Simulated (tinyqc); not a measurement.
UKS/LDA (PW92) in the sto-3g basis, for H4+, spin multiplicity 2, step by step. One step of it, computed by the program tinyqc.

Task: Iteration 2: building the Kohn-Sham matrix. J_ij = sum D_kl (ij|kl) with D = D(alpha) + D(beta); F = H + J + V_xc; E = tr D H + tr D J / 2 + E_xc + E_nn.

D(alpha) after iteration 1, order 1H 1s, 2H 1s, 3H 1s, 4H 1s:
$$\begin{pmatrix}
0.393275 & 0.393275 & -0.042452 & -0.042452 \\
0.393275 & 0.393275 & -0.042452 & -0.042452 \\
-0.042452 & -0.042452 & 0.393275 & 0.393275 \\
-0.042452 & -0.042452 & 0.393275 & 0.393275
\end{pmatrix}$$

D(beta) after iteration 1, order 1H 1s, 2H 1s, 3H 1s, 4H 1s:
$$\begin{pmatrix}
0.175412 & 0.175412 & 0.175412 & 0.175412 \\
0.175412 & 0.175412 & 0.175412 & 0.175412 \\
0.175412 & 0.175412 & 0.175412 & 0.175412 \\
0.175412 & 0.175412 & 0.175412 & 0.175412
\end{pmatrix}$$

core Hamiltonian H = T + V (hartree), order 1H 1s, 2H 1s, 3H 1s, 4H 1s:
$$\begin{pmatrix}
-1.290424 & -0.498918 & -0.167293 & -0.083519 \\
-0.498918 & -1.290424 & -0.083519 & -0.167293 \\
-0.167293 & -0.083519 & -1.290424 & -0.498918 \\
-0.083519 & -0.167293 & -0.498918 & -1.290424
\end{pmatrix}$$

Two-electron integrals (ij|kl) in chemists' order, unique and non-zero (hartree):
```
(11|11) 0.774606   (21|11) 0.156984   (21|21) 0.047360   (22|11) 0.362369
(22|21) 0.156984   (22|22) 0.774606   (31|11) 0.043029   (31|21) 0.010290
(31|22) 0.027812   (31|31) 0.004570   (32|11) 0.016107   (32|21) 0.005089
(32|22) 0.017656   (32|31) 0.001811   (32|32) 0.000915   (33|11) 0.247355
(33|21) 0.066743   (33|22) 0.206170   (33|31) 0.043029   (33|32) 0.017656
(33|33) 0.774606   (41|11) 0.017656   (41|21) 0.005089   (41|22) 0.016107
(41|31) 0.001811   (41|32) 0.000898   (41|33) 0.016107   (41|41) 0.000915
(42|11) 0.027812   (42|21) 0.010290   (42|22) 0.043029   (42|31) 0.002949
(42|32) 0.001811   (42|33) 0.027812   (42|41) 0.001811   (42|42) 0.004570
(43|11) 0.066743   (43|21) 0.019827   (43|22) 0.066743   (43|31) 0.010290
(43|32) 0.005089   (43|33) 0.156984   (43|41) 0.005089   (43|42) 0.010290
(43|43) 0.047360   (44|11) 0.206170   (44|21) 0.066743   (44|22) 0.247355
(44|31) 0.027812   (44|32) 0.016107   (44|33) 0.362369   (44|41) 0.017656
(44|42) 0.043029   (44|43) 0.156984   (44|44) 0.774606
```

nuclear repulsion = 1.65195573 hartree

V_xc(alpha) (hartree), order 1H 1s, 2H 1s, 3H 1s, 4H 1s:
$$\begin{pmatrix}
-0.399197 & -0.102582 & -0.027723 & -0.013066 \\
-0.102582 & -0.399197 & -0.013066 & -0.027723 \\
-0.027723 & -0.013066 & -0.399197 & -0.102582 \\
-0.013066 & -0.027723 & -0.102582 & -0.399197
\end{pmatrix}$$

V_xc(beta) (hartree), order 1H 1s, 2H 1s, 3H 1s, 4H 1s:
$$\begin{pmatrix}
-0.343761 & -0.089260 & -0.025031 & -0.011823 \\
-0.089260 & -0.343761 & -0.011823 & -0.025031 \\
-0.025031 & -0.011823 & -0.343761 & -0.089260 \\
-0.011823 & -0.025031 & -0.089260 & -0.343761
\end{pmatrix}$$

E_xc = sum of w rho eps_xc = -0.85131258 hartree

Give: Coulomb J; F(alpha); F(beta); total energy of this density.

Result:

Coulomb J (hartree), order 1H 1s, 2H 1s, 3H 1s, 4H 1s:
$$\begin{pmatrix}
1.1868 & 0.3391 & 0.1069 & 0.0514 \\
0.3391 & 1.1868 & 0.0514 & 0.1069 \\
0.1069 & 0.0514 & 1.1868 & 0.3391 \\
0.0514 & 0.1069 & 0.3391 & 1.1868
\end{pmatrix}$$

F(alpha) (hartree), order 1H 1s, 2H 1s, 3H 1s, 4H 1s:
$$\begin{pmatrix}
-0.5028 & -0.2624 & -0.0881 & -0.0452 \\
-0.2624 & -0.5028 & -0.0452 & -0.0881 \\
-0.0881 & -0.0452 & -0.5028 & -0.2624 \\
-0.0452 & -0.0881 & -0.2624 & -0.5028
\end{pmatrix}$$

F(beta) (hartree), order 1H 1s, 2H 1s, 3H 1s, 4H 1s:
$$\begin{pmatrix}
-0.4474 & -0.2491 & -0.0854 & -0.0439 \\
-0.2491 & -0.4474 & -0.0439 & -0.0854 \\
-0.0854 & -0.0439 & -0.4474 & -0.2491 \\
-0.0439 & -0.0854 & -0.2491 & -0.4474
\end{pmatrix}$$

total energy of this density = -1.625496 hartree
